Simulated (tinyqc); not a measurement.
# Hexagonal on-chip spiral inductor, lumped pi model, step by step

Numbers from tinyqc (`OMP_NUM_THREADS=1 python tinyqc.py 2302249 2302250 out.jsonl`; about 0.01 s on one thread of a shared Intel Xeon 2.30GHz). Printed values are rounded.

Outer diameter do = di + 2 n wd + 2 (n - 1) sp, mean da = (do + di)/2, fill p = (do - di)/(do + di), length l = 3.464 n da. L = 2.33 mu0 n^2 da/(1 + 3.82 p), mu0 = 4 pi 1e-7 H/m. Rs = rho l/(wd delta (1 - exp(-th/delta))), delta = sqrt(rho/(pi f mu0)). Cs = n wd^2 eps0 eo/hu across the coil. At each end Cox = l wd eps0 eo/(2 ho) leads to the substrate branch Rsi = 2 rs he/(l wd) in parallel with Csi = l wd eps0 11.7/(2 he). With one end grounded Y = 1/(Rs + i w L) + i w Cs + 1/[1/(i w Cox) + 1/(1/Rsi + i w Csi)], w = 2 pi f; Q = -Im Y/Re Y. Eddy currents in neighbouring turns and in the substrate are left out.

Parameters, values chosen for the exercise; values of the order met in silicon radio-frequency processes:
```
symbol  value     unit                                     meaning
n         2.5                                      number of turns
wd          6       um                                  line width
sp        1.5       um                         space between turns
di        100       um                              inner diameter
th        0.9       um                             metal thickness
rho       1.9  uohm cm                           metal resistivity
ho          9       um                        oxide below the coil
hu        1.1       um            oxide between coil and underpass
eo        3.9                   relative permittivity of the oxide
rs         10   ohm cm                       substrate resistivity
he         80       um  effective spreading depth in the substrate
f         1.2      GHz                                   frequency
```

Constants: eps0 = 8.8541878128e-12 F/m. Results are converted to the units shown.

## Geometry and model elements

do, l, L, delta, Rs, Cs, Cox, Rsi and Csi as defined.

do = 134.5 um
l = 1015.38 um
L = 1.37365 nH
delta = 2.00266 um
Rs = 4.43536 ohm
Cs = 2.82529 fF
Cox = 11.6875 fF
Rsi = 2626.26 ohm
Csi = 3.94454 fF

Rs is 1.24 times the direct-current value in this empirical form, which overstates the skin effect of a flat slab when delta is near th and so stands in for some current crowding.

## Admittance, quality factor and apparent inductance

Series branch 1/(Rs + i w L), substrate branch, total Y, Q = -Im Y/Re Y, apparent inductance Im(1/Y)/w, metal-only value w L/Rs, share of the loss in the substrate Re(substrate branch)/Re Y.

series branch = 34.9401-81.5894i mS
substrate branch = 0.0186110+0.0823611i mS
Y = 34.9588-81.4857i mS
Q = 2.33091
apparent inductance = 1.37463 nH
w L/Rs = 2.33512
share of the loss in the substrate = 0.0532369 %

Q is 99.8 % of the metal-only value.
